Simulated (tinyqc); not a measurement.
# Deal-Grove kinetics of thermal oxidation of silicon, step by step

A worked calculation. Computed by tinyqc, a small Python program that keeps every step. Command: `OMP_NUM_THREADS=1 python tinyqc.py 3021098 3021099 out.jsonl oxide walk`. One thread of a shared host (Intel(R) Xeon(R) Processor @ 2.30GHz), about 0.03 s of CPU time with the checks. Intermediate numbers are printed to about 6 digits and carried at full precision; extremes and crossings named in words are read from the listed rows.

Oxidant diffuses through the oxide and reacts at the interface, so that dx/dt = B/(A + 2x) for the oxide thickness x.

Inputs (values chosen for the exercise, close to those used for silicon):
```
quantity                       value    unit
prefactor B0                     382  um^2/h
activation energy E_B          0.783      eV
prefactor (B/A)0            1.02e+08    um/h
activation energy E_A           2.07      eV
temperature T                   1050       C
oxidant pressure p                10     atm
pressure exponent m of B/A         1       -
initial oxide x_i              0.005      um
time t                           4.4       h
temperature of step 2, T2       1000       C
time of step 2, t2              0.56       h
```

Ambient: steam. Surface: (100). Extension: second step.

Constants: k_B = 8.617333262e-05 eV/K.

## Rate constants

B = B0 p exp(-E_B/(k_B T)), B/A = (B/A)0 p^m exp(-E_A/(k_B T)), p in atm; A = B/(B/A). Temperatures in kelvin are T(C) + 273.15.

parabolic constant B = 3.97810 um^2/h

linear constant B/A = 13.3084 um/h

length A = 0.298916 um

Reaction at the interface limits growth while x is well below A/2 = 0.149 um, diffusion once x is well above it.

## Thickness after the oxidation

tau = (x_i^2 + A x_i)/B and x = (A/2) [sqrt(1 + 4 B (t + tau)/A^2) - 1], the root of x^2 + A x = B (t + tau). Silicon consumed is 0.44 times the oxide grown; the rate is B/(A + 2x).

tau = 3.81986e-04 h

oxide thickness x = 4.03713 um

silicon consumed = 1.77414 um

final growth rate = 0.475101 um/h

2x/A = 27.0: diffusion through the oxide limits the rate. Caution: films of several micrometres crack or stress the wafer in practice, which the model ignores.

## Full law against its linear and parabolic limits

Linear limit x = (B/A)(t + tau); parabolic limit x = sqrt(B (t + tau)).

Thickness (um):
```
t (h)     full  linear limit  parabolic limit     2x/A
0.05    0.3225   6.70505e-01           0.4477   2.1579
0.1     0.4999   1.33593e+00           0.6319   3.3448
0.25    0.8597   3.33219e+00           0.9980   5.7521
0.5     1.2693   6.65930e+00           1.4109   8.4928
1       1.8510   1.33135e+01           1.9949  12.3850
2       2.6754   2.66219e+01           2.8209  17.9010
4       3.8426   5.32388e+01           3.9892  25.7100
8       5.4940   1.06473e+02           5.6415  36.7595
16      7.8301   2.12940e+02           7.9782  52.3901
32     11.1343   4.25875e+02          11.2828  74.4979
```

Both limits lie above the full result, since each drops one resistance. The linear law overshoots by 110 % in the first row and 3700 % in the last, the parabolic law by 39 % and 1.3 %. The parabolic law is the better one in every row, as 2x/A stays above 1.24.

## A second oxidation in the same ambient

Step 2 starts from the thickness x of step 1, with B and A at T2: tau2 = (x^2 + A2 x)/B2 and x2 = (A2/2) [sqrt(1 + 4 B2 (t2 + tau2)/A2^2) - 1].

B2 = 3.03773 um^2/h

A2 = 0.465658 um

tau2 = 5.98418 h

thickness after both steps x2 = 4.23188 um

## Two steps, the one at T2 first

First t2 at T2 from x_i, then t at T from the thickness reached.

thickness after t2 at T2 = 1.09295 um

final thickness in this order = 4.21485 um

The order changes the result by -0.40 %: ending with the larger A gives the thicker film, since A differs between the steps and the times are not simply additive.

Checks made by the program: closed form against Runge-Kutta integration of dx/dt (relative difference below 1e-10).
